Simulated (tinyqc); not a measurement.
## Scale length and length offset from two DIBL values

Problem. DIBL = exp(-Le/(2 l)) + 2 exp(-Le/l) with Le = L - dL. Find l, dL and the drawn length for a DIBL of 100 mV/V.

DIBL at drawn lengths 41 and 60 nm (mV/V): [115.77909, 31.812941]

Solution. With e = exp(-Le/(2 l)), 2 e^2 + e = DIBL gives e and so Le/l at each length; Le/l is a straight line in L with slope 1/l.

l = 8.100 nm
dL = 3.200 nm
length for 100 mV/V = 43.06 nm

tinyqc, about 0.01 s, one thread, Intel Xeon 2.30GHz (shared host): `OMP_NUM_THREADS=1 python tinyqc.py 2002095 2002096 out.jsonl`
